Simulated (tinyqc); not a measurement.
Electromigration in a confined line: Blech product, Korhonen stress evolution and Black's law: one step, computed by the program tinyqc.

The electron wind pushes atoms from the cathode (x = 0) to the anode (x = L); blocking ends build a back stress (tension positive). The input rho is taken not to change with temperature. d sigma/dt = d/dx [kappa (d sigma/dx + G)], with zero flux at both ends and sigma = sigma_0 at t = 0.

Task: Stress along the line. sigma(x, t) = sigma_0 + G L [1/2 - x/L - 4 sum_(m odd) cos(m pi x/L) exp(-m^2 pi^2 s)/(m pi)^2], s = t/tau, summed to m = 399. Steady state: sigma_0 + G L (1/2 - x/L). Take x/L = 0, 0.1, 0.2, 0.3, 0.4, 0.6, 0.8 and 1.

Inputs (values chosen for the exercise, close to those used for copper lines):

| quantity | value | unit |
|---|---|---|
| critical stress sigma_c | 87 | MPa |
| initial stress sigma_0 | 16 | MPa |
| line length L | 78 | um |
| test temperature T | 220 | C |
| time as a fraction of L^2/kappa, s | 0.008 | - |

Start: thermal stress.

stress gradient G = 6.970419 MPa/um

Give: Stress (MPa).

Result:

Stress (MPa):

| x/L | at time s | steady state |
|---|---|---|
| 0.0 | 70.87 | 287.8 |
| 0.1 | 32.81 | 233.5 |
| 0.2 | 19.34 | 179.1 |
| 0.3 | 16.41 | 124.7 |
| 0.4 | 16.03 | 70.4 |
| 0.6 | 15.97 | -38.4 |
| 0.8 | 12.66 | -147.1 |
| 1.0 | -38.87 | -255.8 |

Caution: stresses above sigma_c are formal, since a void forms first.
